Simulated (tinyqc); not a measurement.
Worked calculation: G0W0 on RHF in the 6-31g basis, for He, spin multiplicity 1. Computed by tinyqc, a small Python program that keeps every step (integrals from PySCF). Settings: charge = 0, multiplicity = 1, basis = 6-31g, method = RHF, energy threshold = 1e-10, iteration cap = 77, orthogonalisation = canonical, start = core, DIIS depth = 6. Command: `OMP_NUM_THREADS=1 python tinyqc.py 30757 30758 out.jsonl` (the two numbers bound the seeds that draw the settings). One thread of a shared host (Intel(R) Xeon(R) Processor @ 2.60GHz), about 0.04 s of CPU time with the checks. The early iterations of the SCF are left out here.

## One-electron integrals

Geometry (angstrom):
```
atom,x,y,z
He,0.000000,0.000000,0.000000
```

Basis 6-31g: exponents (1/bohr^2) and contraction coefficients of normalised primitives:
```
element,l (shell),exponent,coefficient
He,s (1),38.421634,0.040140
He,s (1),5.778030,0.261246
He,s (1),1.241774,0.793185
He,s (2),0.297964,1.000000
```

Overlap, kinetic and nuclear-attraction integrals over the contracted functions; the nuclear repulsion is the sum of Za Zb / Rab.

nuclear repulsion = 0 hartree

overlap S:
```
,1He 1s,1He 2s
1He 1s,1.000000,0.634148
1He 2s,0.634148,1.000000
```

kinetic energy T (hartree):
```
,1He 1s,1He 2s
1He 1s,2.925655,0.467227
1He 2s,0.467227,0.446946
```

nuclear attraction V (hartree):
```
,1He 1s,1He 2s
1He 1s,-4.805281,-2.013636
1He 2s,-2.013636,-1.742136
```

core Hamiltonian H = T + V (hartree):
```
,1He 1s,1He 2s
1He 1s,-1.879626,-1.546409
1He 2s,-1.546409,-1.295190
```

## Two-electron integrals

Functions are numbered as in S; the eight-fold symmetry (ij|kl) = (ji|kl) = (kl|ij) leaves the list below.

Two-electron integrals (ij|kl) in chemists' order, unique and non-zero (hartree):
```
i,j,k,l,(ij|kl)
1,1,1,1,1.543936
2,1,1,1,0.785447
2,1,2,1,0.427025
2,2,1,1,0.803952
2,2,2,1,0.476190
2,2,2,2,0.615938
```

## Orthogonalisation

S = U s U^T; canonical form X = U s^(-1/2), so that X^T S X = 1. Each column of U has its largest component positive (the first on a tie).

eigenvalues of S: 0.365852  1.634148

X:
```
,1,2
1He 1s,1.169047,0.553145
1He 2s,-1.169047,0.553145
```

## Starting guess

The start is the orbitals of the core Hamiltonian; D = 2 C_occ C_occ^T.

D at the start:
```
,1He 1s,1He 2s
1He 1s,1.193605,0.482210
1He 2s,0.482210,0.194810
```

## Iteration 9 (converged): orbitals

converged F (hartree):
```
,1He 1s,1He 2s
1He 1s,-0.549218,-1.000372
1He 2s,-1.000372,-0.429150
```

Diagonalise F' = X^T F X, C = X C', fill 1 alpha and 1 beta electrons from the bottom; D = 2 C_occ C_occ^T. Each column has its largest component positive (the first on a tie).

F' = X^T F X (hartree):
```
,1,2
1,1.397251,-0.077642
2,-0.077642,-0.911519
```

orbital energies (hartree): MO1 -0.914127, MO2 1.399859

coefficients C:
```
,MO1,MO2
1He 1s,0.592081,-1.149818
1He 2s,0.513586,1.186959
```

D after iteration 9:
```
,1He 1s,1He 2s
1He 1s,0.701120,0.608169
1He 2s,0.608169,0.527541
```

## Convergence

Stop when the energy changes by less than 1e-10 hartree and every element of the error matrix X^T (F D S - S D F) X is below 3e-06.

Course of the cycle:
```
iteration,E (hartree),change,largest element of the error matrix
1,-2.74190680,-,6.75e-01
2,-2.85441173,-1.13e-01,5.65e-02
3,-2.85516040,-7.49e-04,3.65e-04
4,-2.85516042,-2.48e-08,1.65e-04
5,-2.85516042,-3.70e-09,1.06e-04
6,-2.85516042,-1.20e-09,7.83e-05
7,-2.85516043,-5.34e-10,6.20e-05
8,-2.85516043,-8.99e-10,6.84e-08
9,-2.85516043,-8.88e-16,1.53e-10
```

PySCF RHF in the same basis = -2.85516043 hartree

Converged in 9 iterations.

## Populations

Mulliken: Z minus the diagonal of D S on the atom; Loewdin: the same with S^(1/2) D S^(1/2).

Charges (e):
```
atom,Mulliken,Loewdin
1He,0,0
```

## Integrals over molecular orbitals

(pq|rs) = sum C_ip C_jq C_kr C_ls (ij|kl), one index at a time.

one-electron integrals over orbitals h = C^T H C (hartree):
```
,1,2
1,-1.941034,0.316490
2,0.316490,-0.088737
```

Two-electron integrals over orbitals (pq|rs), unique and non-zero (hartree):
```
p,q,r,s,(pq|rs)
1,1,1,1,1.026907
2,1,1,1,-0.316490
2,1,2,1,0.227670
2,2,1,1,0.858133
2,2,2,1,-0.255554
2,2,2,2,0.766363
```

## Screening: direct RPA

With D = e_a - e_i and K = (ia|jb): diagonalise D^(1/2) (D + 4K) D^(1/2) = Z w^2 Z^T; X + Y = D^(1/2) Z w^(-1/2), each column of Z with its largest component positive (the first on a tie); E_c = (sum w - tr (D + 2K)) / 2.

D^(1/2) (D + 4K) D^(1/2) (hartree^2):
```
,1>2
1>2,7.461836
```

excitation energies w (hartree): 2.731636

X + Y:
```
,1
1>2,0.920384
```

RPA correlation energy = -0.01884537 hartree

## G0W0 on Hartree-Fock: HOMO

W(p,q,m) = sqrt2 sum_ia (pq|ia) (X+Y)_ia,m; Sigma_c(x) = sum_(i,m) W^2/(x - e_i + w_m) + sum_(a,m) W^2/(x - e_a - w_m); solve x = e_p + Sigma_c(x) by Newton steps; Z = 1/(1 - dSigma/dx); 1 hartree = 27.211386 eV.

The 12 largest terms at x = e_p (hartree; W for the signs of X + Y given):
```
q,m,W,term
1,1,-0.411950,0.062125
2,1,0.296340,-0.017405
```

Newton steps (hartree):
```
step,x,Sigma_c(x),Z
0,-0.914127,0.044720,0.974476
1,-0.870548,0.043593,0.975092
2,-0.870534,0.043593,0.975092
```

quasiparticle energy of the HOMO = -23.688434 eV

Hartree-Fock value = -24.874653 eV

## G0W0 on Hartree-Fock: LUMO

As before.

The 12 largest terms at x = e_p (hartree; W for the signs of X + Y given):
```
q,m,W,term
2,1,-0.332633,-0.040505
1,1,0.296340,0.017405
```

Newton steps (hartree):
```
step,x,Sigma_c(x),Z
0,1.399859,-0.023100,0.982050
1,1.377174,-0.022688,0.982255
2,1.377171,-0.022688,0.982255
```

quasiparticle energy of the LUMO = 37.474740 eV

Hartree-Fock value = 38.092113 eV
